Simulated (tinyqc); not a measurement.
Off-state leakage of single and stacked transistors: subthreshold current against the height of the stack.

n-channel devices of unit width. Subthreshold current I(Vg, Vs, Vd) = I0 (T/300 K)^0.5 exp[(Vg - Vs - VT(T) - gb (Vs - Vb) + dd (Vd - Vs))/(nf Vt)] (1 - exp(-(Vd - Vs)/Vt)), VT(T) = VT - cT (T - 300 K). Gate-edge tunnelling Ig (Vd/1 V) exp(ag (Vd - 1 V)), for a gate at 0 V, and band-to-band leakage Ab u exp(-Bb/u), u = Vd - Vb + 1 V, flow at a drain held at V; both are taken as independent of T. In a stack of off transistors (all gates at 0 V) the same subthreshold current passes through each.

All n gates at 0 V, bottom source at 0 V, top drain at V; node voltages follow from equal currents.

Inputs (values chosen for the exercise); values of the order met in bulk silicon logic transistors:
```
symbol,value,unit,meaning
T,398,K,temperature
V,0.9,V,supply voltage
VT,0.35,V,"threshold at 300 K, zero drain and body bias"
cT,0.8,mV/K,fall of the threshold with temperature
I0,0.2,uA/um,current at threshold at 300 K
nf,1.24,,slope factor
dd,0.1,,drain-induced lowering per volt
gb,0.22,,rise of the threshold per volt of source-body bias
Vb,0,V,body voltage
```

Constants: q = 1.602176634e-19 C, kB = 1.380649e-23 J/K, Vt = kB T/q. Results are converted to the units shown.

Subthreshold current against the height of the stack:
```
n	I (nA/um)	reduction factor	drain voltage of the bottom device (mV)	source voltage of the top device (mV)	voltage across the top device (V)
1	3.221	1.000	900.0	0	0.9000
2	0.3922	8.212	67.84	67.84	0.8322
3	0.2004	16.07	23.05	89.47	0.8105
4	0.1339	24.05	13.94	102.5	0.7975
5	0.1004	32.08	9.990	111.7	0.7883
6	0.08022	40.15	7.782	119.0	0.7810
```

The second transistor cuts the current by a factor of 8.21, the third by a further 1.96 and the sixth by 1.25. The top device keeps 86.8 % of the supply at n = 6, while the drain voltage of the bottom one falls to 0.227 Vt.

tinyqc, about 0.03 s, one thread, Intel Xeon 2.30GHz (shared host): `OMP_NUM_THREADS=1 python tinyqc.py 2242253 2242254 out.jsonl`
